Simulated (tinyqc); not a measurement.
From dose to size d_s back to backscatter ratio eta: electron-beam lithography: double-Gaussian proximity function, edge placement and dose correction for parallel lines. Computed by tinyqc, a small Python program. Command: `OMP_NUM_THREADS=1 python tinyqc.py 3112258 3112259 out.jsonl proximity inv`. One thread of a shared host (Intel(R) Xeon(R) Processor @ 2.30GHz), about 0.01 s of CPU time with the checks.

Lines are infinitely long. Absorbed energy is counted so that the middle of a very large area written at dose 1 receives 1; the resist develops where it exceeds 1/2.

Inputs (values chosen for the exercise, of the order of those for 50 keV electrons in resist on silicon):
```
quantity,value,unit
forward range alpha,0.013,micrometre
base dose D0,220,microcoulomb/cm^2
width of the test line,0.097,micrometre
pattern density around the test line,0.32,-
```

Method. A test line of width w << beta in surroundings of density rho, all at dose d: near its edge E(x) = d [S + eta rho]/(1 + eta), S = [erf((b - x)/alpha) - erf((a - x)/alpha)]/2 for edges a and b, the second term being the background energy. Dose to size d_s = (1 + eta)/(erf(w/alpha) + 2 eta rho), dose = d_s D0; edge slope d [1 - exp(-w^2/alpha^2)]/(sqrt(pi) alpha (1 + eta)); width change per 1 % of dose = 2 x 0.01 x (1/2)/slope.

Problem. A run gave the result below. Find the backscatter ratio eta, known to lie between 0.78 and 1.7.

dose to size d_s = 1.221376

Solution.

Each step takes the trial c = (a f_b - b f_a)/(f_b - f_a), f being the result less the target and a, b, c the logarithms of the listed values; c replaces end b, the old b replaces a if the sign of f changed, and otherwise f_a is halved.

Scan of the range:
```
backscatter ratio eta,dose to size d_s
0.780,1.18730
0.888,1.20384
1.010,1.22085
1.150,1.23848
1.310,1.25653
1.490,1.27457
1.700,1.29310
```

False position (Illinois rule, in the logarithm of the input) inside the bracket:
```
step,end a,end b,trial,dose to size d_s
1,1.01000,1.15000,1.01395,1.22137
2,1.15000,1.01395,1.01400,1.22138
3,1.15000,1.01400,1.01400,1.22138
4,1.01400,1.01400,1.01400,1.22138
```

Dose to size d_s rises at every point of a 13-point scan of the range (every second point is shown), so one value fits; it is bracketed by 1.01 and 1.15. Answer: backscatter ratio eta = 1.014.
